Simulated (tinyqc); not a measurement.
CCSD on RHF in the sto-3g basis, for H3-, spin multiplicity 1, step by step. The basis has no diffuse functions, so it cannot describe the extra electron: this is an exercise in the method, not the real anion. One step of it, computed by the program tinyqc.

Question. Orthogonalisation. S = U s U^T; canonical form X = U s^(-1/2), so that X^T S X = 1. Each column of U has its largest component positive (the first on a tie).

overlap S, lower triangle:
```
          1H 1s     2H 1s     3H 1s
1H 1s  1.000000
2H 1s  0.473805  1.000000
3H 1s  0.439126  0.136144  1.000000
```

Give: eigenvalues of S; X.

Answer.

eigenvalues of S: 0.418  0.864  1.718

X:
```
            1       2      3
1H 1s   1.149  -0.019  0.511
2H 1s  -0.775  -0.728  0.411
3H 1s  -0.686   0.791  0.390
```
